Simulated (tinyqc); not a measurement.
# Threshold-voltage variability of a planar MOSFET, analytic estimates: what changes with what

Three independent sources add in quadrature: random dopants in the depleted layer, metal-gate grains of two orientations, and roughness of the two gate edges acting through the roll-off VT = VT(long) - Vr exp(-L/l). These are first-order estimates: no three-dimensional electrostatics, no percolation.

Inputs (values chosen for the exercise); material values close to those of silicon:
- T = 300 K (temperature)
- Eg = 1.12 eV (band gap)
- eps_r = 11.7 (relative permittivity of the semiconductor)
- Nc = 2.85e19 cm^-3 (conduction-band density of states at T)
- Nv = 2.63e19 cm^-3 (valence-band density of states at T)
- Na = 2.7e18 cm^-3 (channel doping)
- ti = 2.4 nm (oxide-equivalent thickness in inversion)
- L = 25 nm (gate length)
- W = 97 nm (gate width)
- G = 4 nm (metal grain size)
- dW = 0.2 eV (work-function difference of the two grain orientations)
- p = 0.6 (share of the orientation of higher work function)
- De = 1.3 nm (rms roughness of one gate edge)
- La = 15 nm (correlation length of the roughness)
- l = 6 nm (decay length of the threshold roll-off)
- Vr = 2.5 V (prefactor of the roll-off)

Constants: q = 1.602176634e-19 C, kB = 1.380649e-23 J/K, Vt = kB T/q, eps0 = 8.8541878128e-14 F/cm where lengths are in cm. Results are converted to the units shown.

Each table varies one quantity; the others keep the values above.

## Effect of the gate length

ni = sqrt(Nc Nv) exp(-Eg/(2 Vt)), Eg in volts; Cox = 3.9 eps0/ti; Wd = sqrt(4 eps0 eps_r Vt ln(Na/ni)/(q Na)); dopants: s1 = (q/Cox) sqrt(Na Wd/(3 L W)). Grains: Ng = L W/G^2 (at least 1), s2 = dW sqrt(p (1 - p)/Ng). Edges, with exponential correlation and u = W/La: the mean gate length has sL^2 = 2 De^2 (2/u)[1 - (1 - exp(-u))/u]; s3 = sL (Vr/l) exp(-L/l). s = sqrt(s1^2 + s2^2 + s3^2). l and Vr are held fixed.

Results:
```
L (nm)  s1 (mV)  s2 (mV)  s3 (mV)  s (mV)  s sqrt(L W) (mV um)
15        40.97    10.27    32.16   53.09                2.025
18        37.40    9.379    19.50   43.21                1.806
22        33.83    8.484    10.01   36.29                1.676
26        31.12    7.804    5.141   32.49                1.632
32        28.05    7.035    1.891   28.98                1.615
38        25.74    6.455   0.6958   26.55                1.612
55        21.40    5.366  0.04092   22.06                1.611
```

Estimate the missing row, L = 46 nm.

Computed row:
```
L (nm)  s1 (mV)  s2 (mV)  s3 (mV)  s (mV)  s sqrt(L W) (mV um)
46        23.40    5.867   0.1834   24.12                1.611
```

With this row back in the table: As L goes from 15 to 55 nm, s falls from 53.1 to 22.1 mV. The dopants are the largest source in the first and the last row. The product s sqrt(L W) falls from 2.03 to 1.61 mV um: s1 and s2 go as 1/sqrt(L W), so the change comes from s3 alone. For L = 15 to 18 nm the depletion depth exceeds L, so source and drain share much of the charge and s1 is rough.

## Effect of the oxide-equivalent thickness in inversion

Same model as above.

l and Vr are held fixed.

The same in every row: s2 (mV) = 7.959; s3 (mV) = 6.074.

Effect of the oxide-equivalent thickness in inversion:
```
ti (nm)  s1 (mV)  s (mV)  s sqrt(L W) (mV um)
0.8        10.58   14.57               0.7173
1.2        15.87   18.76               0.9240
1.6        21.16   23.41                1.153
2          26.45   28.28                1.393
2.4        31.74   33.28                1.639
2.8        37.03   38.36                1.889
3.2        42.32   43.48                2.141
```

Read the table: what changes, and by how much?

As ti goes from 0.8 to 3.2 nm, s rises from 14.6 to 43.5 mV. The dopants are the largest source in the first and the last row. s1 goes on average as ti^(1.00).

Computed by the program tinyqc: `OMP_NUM_THREADS=1 python tinyqc.py 2090028 2090029 out.jsonl`, one thread of a shared Intel Xeon 2.30GHz, about 0.01 s for the whole run.
